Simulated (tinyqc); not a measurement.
# Reflectance at normal incidence against thickness

Normal incidence on air, film (n1) and substrate (N2 = n2 - i k2): r01 = (1 - n1)/(1 + n1), r12 = (n1 - N2)/(n1 + N2), amplitude (r01 + r12 X)/(1 + r01 r12 X), X = exp(-4 pi i n1 d/lam), R its squared modulus, phase from 0 to 360 degrees.

Values chosen for this exercise:
```
symbol,value,unit,meaning
lam,800,nm,wavelength
n1,1.462,,index of the transparent film
n2,3.692,,index of the substrate
k2,0.0065,,extinction coefficient of the substrate
```

Results:

| d (nm) | R (%) | phase of the reflected amplitude (degrees) |
|---|---|---|
| 0 | 32.92 | 179.9 |
| 34 | 30.09 | 151.4 |
| 68 | 22.19 | 118.4 |
| 101 | 12.47 | 74.86 |
| 135 | 7.126 | 4.211 |
| 169 | 11.57 | 290.9 |
| 236 | 29.50 | 211.6 |
| 270 | 32.89 | 182.9 |

Estimate the missing row, d = 202 nm.

Computed row:

| d (nm) | R (%) | phase of the reflected amplitude (degrees) |
|---|---|---|
| 202 | 21.18 | 245.4 |

With this row back in the table: R goes from 32.9 through a minimum of 7.13 (at d = 135 nm among the rows listed) to 32.9 %. At a quarter wave, d = 137 nm, R = 7.11 %; for a transparent substrate it would vanish for n1 = sqrt(n2) = 1.92.

Numbers from tinyqc (`OMP_NUM_THREADS=1 python tinyqc.py 2870117 2870118 out.jsonl`; about 0.5 s on one thread of a shared Intel Xeon 2.30GHz).
